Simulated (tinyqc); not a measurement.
# On-chip interconnect, size-dependent resistivity and RC delay: what changes with what

A rectangular line between two neighbours and two ground planes. Surface and grain-boundary scattering are added to the bulk resistivity as corrections; capacitances are parallel-plate values without fringing; inductance is ignored.

Values chosen for this exercise; metal values close to those of copper:
```
symbol  value     unit                                                  meaning
rho0     1.68  uohm cm                                         bulk resistivity
lam      38.7       nm                                      bulk mean free path
ps          0                              specular share of surface scattering
Rg       0.44                        reflection coefficient of grain boundaries
gr        0.7                                   grain size over the metal width
wd        8.9       nm                                         drawn line width
AR        2.5                                   aspect ratio, height over width
tl        1.1       nm       liner on both walls and the bottom, not conducting
sp         13       nm                          space to the neighbouring lines
hd         16       nm          dielectric height to the planes above and below
ek        2.5                           relative permittivity of the dielectric
Mf          1                                   Miller factor of the neighbours
Lw         15       um                                              line length
Rd       1600      ohm                                        driver resistance
Cl       0.54       fF                                         load capacitance
rho2     5.08  uohm cm  bulk resistivity of the second metal (close to iridium)
lam2        7       nm                       mean free path of the second metal
tl2       0.6       nm                                liner of the second metal
```

Constants: eps0 = 8.8541878128e-12 F/m. Results are converted to the units shown.

Each table varies one quantity; the others keep the values above.

## Delay against the reflection coefficient of grain boundaries

Metal width x = wd - 2 tl, height y = AR wd - tl; grain boundaries (Mayadas-Shatzkes): al = (lam/(gr x)) Rg/(1 - Rg), g = 1/[1 - 3 al/2 + 3 al^2 - 3 al^3 ln(1 + 1/al)] - 1; surfaces (Fuchs-Sondheimer, thick limit): s = (3/8) lam (1 - ps)(1/x + 1/y); rho = rho0 (1 + g + s); r = rho/(x y); c = eps0 ek (2 wd/hd + 2 Mf AR wd/sp). Elmore delay tE = Rd (c Lw + Cl) + r Lw (c Lw/2 + Cl); t50 is the time at which the far end of a ladder of 30 pi sections (half capacitances at both ends, Cl at the far end, a step applied through Rd) reaches half the step; line share r Lw/(Rd + r Lw); estimate 0.69 Rd (c Lw + Cl) + 0.38 r c Lw^2 + 0.69 r Lw Cl.

The same in every row: c (fF/um) = 0.1004.

Result of one run:

| Rg | rho (uohm cm) | r (ohm/um) | tE (ps) | t50 (ps) | estimate (ps) | line share of the resistance (%) |
|---|---|---|---|---|---|---|
| 0.65 | 40.91 | 2887 | 59.26 | 44.16 | 43.17 | 96.44 |

What becomes of these results when the reflection coefficient of grain boundaries Rg is changed from 0.65 to 0.25, all else the same?

Result of the changed run:

| Rg | rho (uohm cm) | r (ohm/um) | tE (ps) | t50 (ps) | estimate (ps) | line share of the resistance (%) |
|---|---|---|---|---|---|---|
| 0.25 | 12.73 | 898.1 | 20.69 | 15.41 | 14.99 | 89.38 |

The whole series:

| Rg | rho (uohm cm) | r (ohm/um) | tE (ps) | t50 (ps) | estimate (ps) | line share of the resistance (%) |
|---|---|---|---|---|---|---|
| 0.05 | 7.498 | 529.1 | 13.54 | 10.06 | 9.758 | 83.22 |
| 0.15 | 9.817 | 692.7 | 16.71 | 12.44 | 12.08 | 86.66 |
| 0.25 | 12.73 | 898.1 | 20.69 | 15.41 | 14.99 | 89.38 |
| 0.35 | 16.52 | 1166 | 25.89 | 19.29 | 18.79 | 91.62 |
| 0.45 | 21.70 | 1531 | 32.97 | 24.57 | 23.96 | 93.49 |
| 0.55 | 29.17 | 2058 | 43.20 | 32.19 | 31.43 | 95.07 |
| 0.65 | 40.91 | 2887 | 59.26 | 44.16 | 43.17 | 96.44 |
| 0.75 | 62.03 | 4378 | 88.17 | 65.70 | 64.30 | 97.62 |

As Rg goes from 0.05 to 0.75, r rises from 529 to 4380 ohm/um, c stays at 0.100 fF/um and t50 rises from 10.1 to 65.7 ps. t50/tE lies between 0.743 and 0.745, and the estimate is within 3.0 % of t50.

## Two metals against line width

Metal width x = wd - 2 tl, height y = AR wd - tl; grain boundaries (Mayadas-Shatzkes): al = (lam/(gr x)) Rg/(1 - Rg), g = 1/[1 - 3 al/2 + 3 al^2 - 3 al^3 ln(1 + 1/al)] - 1; surfaces (Fuchs-Sondheimer, thick limit): s = (3/8) lam (1 - ps)(1/x + 1/y); rho = rho0 (1 + g + s); r = rho/(x y). The second metal has rho2, lam2 and tl2 in place of rho0, lam and tl; ps, Rg, gr and AR are shared.

Two metals against line width:

| wd (nm) | rho, first (uohm cm) | rho, second (uohm cm) | r, first (ohm/um) | r, second (ohm/um) | ratio second/first |
|---|---|---|---|---|---|
| 5 | 47.39 | 23.99 | 1.485e4 | 5304 | 0.3573 |
| 6.5 | 31.69 | 18.74 | 4865 | 2260 | 0.4644 |
| 8 | 24.05 | 15.79 | 2194 | 1197 | 0.5455 |
| 10 | 18.40 | 13.41 | 987.2 | 624.4 | 0.6325 |
| 13 | 13.82 | 11.33 | 407.6 | 301.1 | 0.7387 |
| 17 | 10.59 | 9.783 | 172.8 | 147.8 | 0.8553 |
| 22 | 8.369 | 8.675 | 78.42 | 76.67 | 0.9777 |
| 30 | 6.472 | 7.695 | 31.50 | 35.91 | 1.140 |
| 45 | 4.817 | 6.815 | 10.10 | 13.90 | 1.376 |
| 70 | 3.678 | 6.193 | 3.120 | 5.162 | 1.654 |
| 120 | 2.844 | 5.730 | 0.8076 | 1.611 | 1.995 |

What does the comparison show?

The resistivity of the first metal falls from 47.4 to 2.84 uohm cm and that of the second goes from 24.0 to 5.73 uohm cm as the line widens. The products rho0 lam, which set the size effect, are 65.0 and 35.6 uohm cm nm. The two resistances cross at wd = 23.0 nm: below it the second metal gives the lower line resistance. For widths well under the mean free path the thick-limit surface term is only a guide.

Range of the model: The metal width is under the mean free path, where the thick-limit surface term and the simple sum of corrections lose accuracy.

tinyqc, about 0.01 s, one thread, Intel Xeon 2.30GHz (shared host): `OMP_NUM_THREADS=1 python tinyqc.py 2100022 2100023 out.jsonl`
